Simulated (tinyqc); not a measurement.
Changing the temperature T: space-charge-limited current through a thin insulating or semi-insulating film with traps. Computed by tinyqc, a small Python program. Command: `OMP_NUM_THREADS=1 python tinyqc.py 3002270 3002271 out.jsonl sclc sweep`. One thread of a shared host (Intel(R) Xeon(R) Processor @ 2.30GHz), about 0.01 s of CPU time with the checks.

One ohmic injecting contact at x = 0 (field zero), drift only, non-degenerate free carriers.

Inputs (values chosen for the exercise, modelled on Si3N4): permittivity eps = 7.5; band mobility mu = 0.13 cm^2/(V s); effective density of states N_c = 1.1e+20 1/cm^3; trap density N_t = 1.2e+16 1/cm^3; equilibrium Fermi level below the band edge, E_0 = 0.81 eV; thickness d = 330 nm; free density at the anode, in units of N_c = 3.6e-08; trap level E_t below the band edge = 0.4 eV.

Traps: single level.

Constants: k_B = 8.617333262e-05 eV/K; e = 1.602176634e-19 C; eps_0 = 8.8541878128e-12 F/m.

Method:
- Free density n_0 = N_c exp(-E_0/k_B T) in equilibrium; trapped density n_t(n) = N_t/(1 + n_1/n), n_1 = N_c exp(-E_t/k_B T).
- theta = n/(n + n_t) at the anode density; trap-filled-limit voltage V_TFL = e (N_t - n_t(n_0)) d^2/(2 eps eps_0).
- J = e mu n F and (eps eps_0/e) dF/dx = n - n_0 + n_t(n) - n_t(n_0) = rho(n). With F = J/(e mu n): d = (eps eps_0 J/(e^2 mu)) I_1 and V = (eps eps_0 J^2/(e^3 mu^2)) I_2, I_k = int_(n_L)^infinity dn/(n^(k+1) rho(n)), n_L the density at the anode; with u = n_L/n, 200 Gauss-Legendre points in t, u = 1 - (1 - t)^2.
- Anode field J/(e mu n_L); Mott-Gurney current (9/8) eps eps_0 mu V^2/d^3; ohmic current e n_0 mu V/d.

One run for each value:
```
temperature T (K)      theta  voltage V (V)  current density J (A/cm^2)  n_0 (1/cm^3)
200                3.307e-04          1.583                   7.892e-03     4.269e-01
271                6.633e-04          1.169                   5.246e-03     9.503e+04
307                2.809e-03          0.419                   1.658e-03     5.550e+06
343                1.234e-02          0.108                   4.109e-04     1.380e+08
379                4.242e-02          0.032                   1.217e-04     1.864e+09
414                1.105e-01          0.012                   4.686e-05     1.517e+10
450                2.331e-01          0.006                   2.194e-05     9.328e+10
```

Give the missing row, temperature T (K) = 236.

Computed row:
```
temperature T (K)      theta  voltage V (V)  current density J (A/cm^2)  n_0 (1/cm^3)
236                3.562e-04          1.542                   7.598e-03     5.544e+02
```

Interpolating between the two neighbouring rows (linearly) misses most in n_0 (1/cm^3), by a factor of 87. Over the rows, theta rises from 3.31e-4 to 0.233 (exponent d ln y / d ln x 0.45 between the first rows and 9.0 between the last); voltage V (V) falls from 1.58 to 0.00586 (exponent d ln y / d ln x -0.16 between the first rows and -9.1 between the last); current density J (A/cm^2) falls from 0.00789 to 2.19e-5 (exponent d ln y / d ln x -0.23 between the first rows and -9.1 between the last). The anode density is held fixed; heating frees trapped charge, so less voltage is needed for it.

Caution (rows 343, 379, 414, 450): V is below 10 k_B T/e, where diffusion from the contact, left out here, dominates.
